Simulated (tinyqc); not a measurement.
From image to dissolution rate: chemically amplified photoresist: aerial image, acid generation, bake, development and line width. Computed by tinyqc, a small Python program. Command: `OMP_NUM_THREADS=1 python tinyqc.py 3026369 3026370 out.jsonl resist walk`. One thread of a shared host (Intel(R) Xeon(R) Processor @ 2.30GHz), about 0.02 s of CPU time with the checks.

Lines and spaces of pitch p with a two-beam-like image; x = 0 is the middle of the bright space. The resist is positive and treated as uniform in depth.

Inputs (values chosen for the exercise, for a model resist at 13.5 nm):
```
quantity                                         value     unit
pitch p                                             35       nm
image contrast c                                   0.8        -
mean dose E                                       8.11  mJ/cm^2
Dill parameter C                                 0.028  cm^2/mJ
quencher load q, relative to the acid generator   0.12        -
acid diffusivity D                               0.036   nm^2/s
bake time t                                         45        s
amplification rate k_amp                         0.037      1/s
threshold protection m_th                         0.44        -
development selectivity n                            5        -
largest rate r_max                                1200     nm/s
smallest rate r_min                               0.02     nm/s
```

Method:
- Dose E(x) = E [1 + c cos(2 pi x/p)]; acid h = 1 - exp(-C E(x)).
- Bake: the acid image is blurred by a Gaussian of variance sigma^2 = 2 D t (each Fourier term k of h, taken on 64 points, is multiplied by exp(-4 pi^2 k^2 D t/p^2)).
- The quencher then removes q, h_eff = max(h_blurred - q, 0); protection m = exp(-k_amp t h_eff).
- Mack rate r = r_max (a + 1)(1 - m)^n/(a + (1 - m)^n) + r_min, a = ((n + 1)/(n - 1))(1 - m_th)^n.

Across half a pitch:
```
x/p   x (nm)  dose (mJ/cm^2)  blurred acid  protection m  rate (nm/s)
0.00    0.00          14.598       0.32929        0.7058   3.3798e+01
0.05    1.75          14.280       0.32351        0.7126   3.0145e+01
0.10    3.50          13.359       0.30648        0.7331   2.0980e+01
0.15    5.25          11.924       0.27918        0.7672   1.0691e+01
0.20    7.00          10.115       0.24342        0.8143   3.4881e+00
0.25    8.75           8.110       0.20190        0.8725   5.4922e-01
0.30   10.50           6.105       0.15835        0.9381   3.4242e-02
0.35   12.25           4.296       0.11724        1.0000   2.0000e-02
0.40   14.00           2.861       0.08333        1.0000   2.0000e-02
0.45   15.75           1.940       0.06094        1.0000   2.0000e-02
0.50   17.50           1.622       0.05311        1.0000   2.0000e-02
```

What follows from these numbers?

The dose varies by a factor 9.00 across the pattern and the rate by 1690.

Extremes, crossings and ranges named in words are read from the listed rows.
